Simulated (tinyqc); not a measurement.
Linear model of a band gap against the share of exact exchange, step by step. Values are carried at full precision from step to step, so a last printed digit may differ when a step is redone from the rounded ones.

E(alpha) = E0 + S alpha. A wider gap screens less, modelled in the Penn form eps(alpha) = 1 + (e0 - 1)(EP/(EP + S alpha))^2 with a scale EP chosen for the exercise. A dielectric-dependent hybrid takes alpha = 1/eps.

Inputs chosen for the exercise (of the order of those of Ge; shifted at random, so the results belong to these values and not to a real crystal): E0 = 0.08 eV (gap of the semi-local functional); S = 4.66 eV (slope dE/d(alpha)); e0 = 16.64 (optical dielectric constant at alpha = 0); EP = 9.1 eV (energy scale of the screening); Et = 0.75 eV (target gap); a_start = 0.25 (starting alpha); fv = 0.75 (share of the opening taken by the valence edge); Ed = 0.04 eV (defect level above the semi-local valence top); cd = -0.38 (shift of the level per unit opening, on the scale of the mean potential).

## Fixed shares

Gap, error against the target and eps for alpha = 0, 0.25 and 1/e0; and the alpha that meets the target, (Et - E0)/S.

Results:
```
alpha   E (eV)  E - Et (eV)     eps
0.0000   0.080       -0.670  16.640
0.2500   1.245        0.495  13.291
0.0601   0.360       -0.390  15.720
```

alpha for the target = 0.1438

A quarter of exact exchange overshoots the target by 0.50 eV: the material needs 0.144, and 1/e0 = 0.060 lies closer to it than 0.25 does.

## Self-consistent share

Iterate alpha -> 1/eps(alpha) seven times from a_start. The fixed point solves alpha eps(alpha) = 1; the contraction factor there is 2 (eps - 1) S/((EP + S alpha) eps^2).

Iterates:
```
step    alpha      eps  E (eV)
0     0.25000  13.2914  1.2450
1     0.07524  15.5011  0.4306
2     0.06451  15.6557  0.3806
3     0.06387  15.6649  0.3777
4     0.06384  15.6655  0.3775
5     0.06383  15.6655  0.3775
6     0.06383  15.6655  0.3775
7     0.06383  15.6655  0.3775
```

fixed point = 0.06383
contraction factor = 0.0593

The factor is positive, so the iterates approach from one side, the error shrinking to 0.06 of itself each step; the gap is within 0.01 eV of its limit from step 2. Self-consistency moves the gap by +0.017 eV against the one-shot choice 1/e0, since a wider gap screens less.

## Band edges and a deep level

The opening c = S alpha lowers the valence top by fv c and raises the conduction edge by (1 - fv) c, both against the mean potential; the level moves by cd c. Use the fixed point. Compare with stretching the level in proportion to the gap and with pinning it to either edge.

opening c = 0.297 eV

shifts of the valence and conduction edges (eV): -0.223  0.074

level above the valence top = 0.150 eV
level below the conduction edge = 0.227 eV

level above the valence top: stretched, tied to the valence edge, tied to the conduction edge (eV): 0.189  0.040  0.337

The three recipes err by +0.04, -0.11 and +0.19 eV against alignment through the mean potential. With cd = -0.38 the level moves with the valence edge, by 0.51 times as much as that edge.

## Checks

- Fixed point by bisection against 60 substitutions: both 0.06383.

Run: tinyqc, `OMP_NUM_THREADS=1 python tinyqc.py 1850479 1850480 out.jsonl`; Intel(R) Xeon(R) Processor @ 2.30GHz, one thread, shared host; about 0.01 s of CPU time with all checks.
